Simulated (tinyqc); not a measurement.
Implant damage, amorphisation by cascade overlap, and solid-phase epitaxial regrowth: one step, computed by the program tinyqc. Command: `OMP_NUM_THREADS=1 python tinyqc.py 3110102 3110103 out.jsonl sper walk`. One thread of a shared host (Intel(R) Xeon(R) Processor @ 2.30GHz), about 0.01 s of CPU time with the checks.

Range and width of the damage are inputs. Dynamic annealing enters only through the surviving share f.

Task: Damage energy and displacements per ion. Robinson partition: eps = E a M2/(Z1 Z2 (e^2/(4 pi eps_0)) (M1 + M2)), a = 0.8853 a_0/sqrt(Z1^(2/3) + Z2^(2/3)); k = 0.0793 Z1^(2/3) Z2^(1/2) (M1 + M2)^(3/2)/((Z1^(2/3) + Z2^(2/3))^(3/4) M1^(3/2) M2^(1/2)); damage energy T_d = E/(1 + k (eps + 0.40244 eps^(3/4) + 3.4008 eps^(1/6))); displacements nu = 0.8 T_d/(2 E_d).

Inputs (values chosen for the exercise, modelled on silicon ions in germanium):

| quantity | value | unit |
|---|---|---|
| ion Z1 | 14 | - |
| ion mass M1 | 28 | u |
| target Z2 | 32 | - |
| target mass M2 | 72.63 | u |
| ion energy E | 38 | keV |
| displacement energy E_d | 15 | eV |

Constants: a_0 = 0.529177210903 angstrom; e^2/(4 pi eps_0) = 14.39964548 eV angstrom.

Give: reduced energy eps; k; damage energy T_d; T_d/E; displacements per ion nu.

Result:

reduced energy eps = 0.4997

k = 0.2618

damage energy T_d = 19.13 keV

T_d/E = 0.5034

displacements per ion nu = 510.1

50 % of the energy goes to electrons.
